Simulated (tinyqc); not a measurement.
Temperatures in a stack of 3 dies with leakage feedback: one step of the calculation.

One-dimensional heat flow to a sink below die 0. The power of each die is released in a plane at its top; from the plane of die j > 0 heat crosses its silicon (ts), a bond layer and the wiring of die j - 1; from die 0 it crosses t0, paste and sink. Copper shares the path through bond and wiring in parallel: k_eff = fm km + (1 - fm) k. Silicon is taken at the temperature of the plane above it. Leakage is P_l exp((T - 350 K)/Tl).

Problem. Resistances per area at 300 K. R = thickness/conductivity for each layer.

Inputs (values chosen for the exercise); conductivities of the order met in silicon, wiring layers, bonds and pastes: conductivity of silicon at 300 K k0 = 136 W/(m K); thickness of a thinned die ts = 30 um; thickness of the die next to the sink t0 = 500 um; thickness of the wiring layers tb = 11 um; conductivity of the wiring layers kb = 3 W/(m K); thickness of a bond layer tg = 20 um; conductivity of the bond dielectric kg = 0.4 W/(m K); area share of copper through bond and wiring fm = 0; conductivity of copper km = 390 W/(m K); paste and lid Rt = 0.26 K cm^2/W; heat sink Rs = 0.71 K cm^2/W.

Find: thick die; thinned die; k_eff of the bond; k_eff of the wiring; bond plus wiring; paste plus sink.

Solution.

thick die = 0.036765 K cm^2/W
thinned die = 0.0022059 K cm^2/W
k_eff of the bond = 0.40000 W/(m K)
k_eff of the wiring = 3.0000 W/(m K)
bond plus wiring = 0.53667 K cm^2/W
paste plus sink = 0.97000 K cm^2/W

Computed by the program tinyqc: `OMP_NUM_THREADS=1 python tinyqc.py 2162048 2162049 out.jsonl`, one thread of a shared Intel Xeon 2.30GHz, about 0.04 s for the whole run.
